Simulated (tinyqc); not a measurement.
# Single-junction solar cell, detailed-balance limit: several studies

Every photon above the gap Eg makes one pair and none below is absorbed; carriers thermalise at T and move without loss. Jsc = q fs X Phi(Eg, Ts); the dark current is J0 = q ge Phi(Eg, T)/ERE with the Boltzmann factor exp(V/Vt). The efficiency is the electrical power over fs X sigma Ts^4.

Inputs (values chosen for the exercise): cell temperature T = 298 K; temperature of the black-body sun Ts = 7000 K; share of the hemisphere filled by the sun fs = 2.16e-5; concentration X = 100; external radiative efficiency ERE = 0.1; number of faces that emit ge = 1; band gap Eg = 0.98 eV.

Constants: q = 1.602176634e-19 C, kB = 1.380649e-23 J/K, h = 6.62607015e-34 J s, c = 299792458 m/s, Vt = kB T/q. Results are converted to the units shown.

Each table varies one quantity; the others keep the values above.

## Effect of the band gap

Photon flux above E from a black body at temperature T into a hemisphere: Phi(E, T) = A sum_k exp(-k E/th)[E^2 th/k + 2 E th^2/k^2 + 2 th^3/k^3], k = 1, 2, ..., with th = kB T/q in eV and A = 2 pi q^3/(h^3 c^2). J(V) = Jsc - J0 (exp(V/Vt) - 1); Voc = Vt ln(1 + Jsc/J0); at maximum power v = Vmp/Vt solves (1 + v) exp(v) = 1 + Jsc/J0. Pin = fs X sigma Ts^4, sigma = 2 pi^5 kB^4/(15 h^3 c^2). FF = Vmp Jmp/(Voc Jsc).

Effect of the band gap:

| Eg (eV) | Jsc (mA/cm^2) | Voc (V) | Eg/q - Voc (V) | FF | efficiency (%) |
|---|---|---|---|---|---|
| 0.5 | 16109 | 0.39093 | 0.10907 | 0.76762 | 16.438 |
| 0.75 | 14283 | 0.61789 | 0.13211 | 0.83192 | 24.966 |
| 1 | 12286 | 0.84969 | 0.15031 | 0.86731 | 30.788 |
| 1.25 | 10307 | 1.0840 | 0.16602 | 0.88980 | 33.807 |
| 1.5 | 8466.9 | 1.3197 | 0.18026 | 0.90541 | 34.404 |
| 1.75 | 6830.5 | 1.5564 | 0.19356 | 0.91692 | 33.148 |
| 2 | 5424.7 | 1.7938 | 0.20625 | 0.92578 | 30.633 |
| 2.25 | 4249.6 | 2.0315 | 0.21849 | 0.93282 | 27.385 |
| 2.5 | 3289.3 | 2.2696 | 0.23042 | 0.93856 | 23.826 |

As Eg goes from 0.5 to 2.5 eV, Jsc falls from 16100 to 3290 mA/cm^2, Voc rises from 0.391 to 2.27 V and the efficiency goes from 16.4 through a maximum of 34.4 (at Eg = 1.5 eV among the rows listed) to 23.8 %. A wider gap raises the voltage and loses photons, hence the maximum. For Eg = 0.5 to 1 eV Voc lies within 6 Vt of the gap, where the Boltzmann form of the emission begins to fail.

## Effect of the temperature of the black-body sun

Same model as above.

FF = Vmp Jmp/(Voc Jsc).

Result of one run:

| Ts (K) | Jsc (mA/cm^2) | Voc (V) | Eg/q - Voc (V) | FF | efficiency (%) |
|---|---|---|---|---|---|
| 3000 | 322.42 | 0.73721 | 0.24279 | 0.85242 | 20.423 |

What becomes of these results when the temperature of the black-body sun Ts is changed from 3000 to 7200 K, all else the same?

Result of the changed run:

| Ts (K) | Jsc (mA/cm^2) | Voc (V) | Eg/q - Voc (V) | FF | efficiency (%) |
|---|---|---|---|---|---|
| 7200 | 13783 | 0.83365 | 0.14635 | 0.86539 | 30.211 |

The whole series:

| Ts (K) | Jsc (mA/cm^2) | Voc (V) | Eg/q - Voc (V) | FF | efficiency (%) |
|---|---|---|---|---|---|
| 3000 | 322.42 | 0.73721 | 0.24279 | 0.85242 | 20.423 |
| 3700 | 918.09 | 0.76409 | 0.21591 | 0.85630 | 26.169 |
| 4400 | 2001.7 | 0.78410 | 0.19590 | 0.85905 | 29.372 |
| 5100 | 3707.4 | 0.79993 | 0.18007 | 0.86115 | 30.822 |
| 5800 | 6160.4 | 0.81297 | 0.16703 | 0.86282 | 31.177 |
| 6500 | 9480.4 | 0.82404 | 0.15596 | 0.86421 | 30.880 |
| 7200 | 13783 | 0.83365 | 0.14635 | 0.86539 | 30.211 |
| 7900 | 19183 | 0.84214 | 0.13786 | 0.86641 | 29.340 |

As Ts goes from 3000 to 7900 K, Jsc rises from 322 to 19200 mA/cm^2, Voc rises from 0.737 to 0.842 V and the efficiency goes from 20.4 through a maximum of 31.2 (at Ts = 5800 K among the rows listed) to 29.3 %. For Ts = 7200 to 7900 K Voc lies within 6 Vt of the gap, where the Boltzmann form of the emission begins to fail.

## Effect of the concentration

Same model as above.

FF = Vmp Jmp/(Voc Jsc).

Effect of the concentration:

| X | Jsc (mA/cm^2) | Voc (V) | Eg/q - Voc (V) | FF | efficiency (%) |
|---|---|---|---|---|---|
| 1 | 124.47 | 0.71277 | 0.26723 | 0.84868 | 25.604 |
| 3 | 373.41 | 0.74099 | 0.23901 | 0.85298 | 26.752 |
| 10 | 1244.7 | 0.77190 | 0.20810 | 0.85739 | 28.012 |
| 30 | 3734.1 | 0.80012 | 0.17988 | 0.86117 | 29.164 |
| 100 | 12447 | 0.83103 | 0.14897 | 0.86507 | 30.428 |
| 300 | 37341 | 0.85924 | 0.12076 | 0.86842 | 31.583 |
| 1000 | 1.2447e5 | 0.89016 | 0.089838 | 0.87189 | 32.850 |

What does the comparison show?

As X goes from 1 to 1000, Jsc rises from 124 to 1.24e5 mA/cm^2, Voc rises from 0.713 to 0.890 V and the efficiency rises from 25.6 to 32.9 %. Voc gains 59.1 mV a decade of concentration (Vt ln 10), while Jsc/Pin stays the same. For X = 100 to 1000 Voc lies within 6 Vt of the gap, where the Boltzmann form of the emission begins to fail. For X = 300 to 1000 the current passes 20 A/cm^2, where series resistance and heating, left out here, would dominate.

Numbers from tinyqc (`OMP_NUM_THREADS=1 python tinyqc.py 2820034 2820035 out.jsonl`; about 0.01 s on one thread of a shared Intel Xeon 2.30GHz).
